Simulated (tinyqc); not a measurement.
From results back to parameters: delta-doped layer in the Thomas-Fermi potential. Two cases, with inputs chosen for the exercise.

Problem. The depth of the well was computed from a hidden sheet density.

All donors ionised in the plane z = 0, zero temperature, energies from the Fermi level EF of the Thomas-Fermi model, which lies at the bulk band edge; c = hbar^2/2m0, q = e^2/(4 pi eps0). gv = 1 equivalent valley, m_d = sqrt(m3^3/mz) in the plane. With n = (gv/3 pi^2)(m3 (-V)/c)^(3/2) and V'' = -(4 pi q/eps) n for z > 0, the solution is V = -b/(|z| + z0)^4 with sqrt(b) = 20/K, K = (4 pi q/eps)(gv/3 pi^2)(m3/c)^(3/2), and z0^5 = 4b/(e F0), e F0 = 2 pi q N/eps; 1e13/cm^2 = 1e-3/angstrom^2. Exchange and correlation are left out.

Constants: hbar^2/2m0 = 3.80998211 eV angstrom^2; e^2/(4 pi eps0) = 14.39964547 eV angstrom.

Case 1.

Values chosen (out of a larger set: near those of a delta-doped layer in GaAs; not measured data): m3 = 0.069 m0 (density-of-states mass of a valley); mz = 0.069 m0 (mass along z); eps = 13 (dielectric constant).

depth = 0.157027 eV

Case 2.

Values chosen (out of a larger set: near those of a delta-doped layer in GaAs; not measured data): m3 = 0.067 m0 (density-of-states mass of a valley); mz = 0.067 m0 (mass along z); eps = 13 (dielectric constant).

depth = 0.083151 eV

Find: b; z0; N.

Solution. b does not depend on N; z0 = (b/depth)^(1/4), e F0 = 4b/z0^5 and N = eps e F0/(2 pi q).

Case 1.

b = 3.047e+08 eV angstrom^4
z0 = 209.88 angstrom
N = 0.430 x 1e13/cm^2

Case 2.

b = 3.328e+08 eV angstrom^4
z0 = 251.53 angstrom
N = 0.190 x 1e13/cm^2

Computed by tinyqc, one run a case: `OMP_NUM_THREADS=1 python tinyqc.py N N+1 out.jsonl` with N = 1281475, 1281568; one thread of a shared Intel(R) Xeon(R) Processor @ 2.30GHz, about 0.1 s a run at most.
